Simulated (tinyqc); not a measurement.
Hydrogen passivation of interface dangling bonds: competing passivation and dissociation with distributed barriers: one step, computed by the program tinyqc. Command: `OMP_NUM_THREADS=1 python tinyqc.py 3021354 3021355 out.jsonl passiv walk`. One thread of a shared host (Intel(R) Xeon(R) Processor @ 2.30GHz), about 0.02 s of CPU time with the checks.

P_b + H2 gives P_bH + H at the rate k_f [H2]; P_bH gives P_b + H at the rate k_d. All defects start unpassivated. E_f and E_d are Gaussian and independent.

Problem. Single barriers. [H2] = solubility factor x p; a = k_f0 [H2] exp(-E_f/(k_B T)), d = k_d0 exp(-E_d/(k_B T)). For one pair of barriers the active share is y = [d + a exp(-(a + d) t)]/(a + d). Temperatures in kelvin are T(C) + 273.15.

Inputs (values chosen for the exercise, close to those used for P_b centres at the silicon-oxide interface):
```
quantity                                      value          unit
passivation prefactor k_f0                    8e-07        cm^3/s
mean passivation barrier E_f                   1.67            eV
spread sigma_f                                0.027            eV
dissociation prefactor k_d0                 5.4e+12           1/s
mean dissociation barrier E_d                  2.65            eV
spread sigma_d                                0.067            eV
H2 in the oxide per atm, solubility factor  1.1e+18  1/(cm^3 atm)
hydrogen pressure p                            0.05           atm
anneal temperature T                            700             C
anneal time t                                   140             s
```

Constants: k_B = 8.617333262e-05 eV/K.

Give: passivation rate a; dissociation rate d; a t; steady active share d/(a + d); active share, single barriers.

Solution.

passivation rate a = 98.81 1/s

dissociation rate d = 0.1020 1/s

a t = 13834

steady active share d/(a + d) = 0.001031

active share, single barriers = 0.001031

Passivation has run its course, and the balance with dissociation sets the remainder.
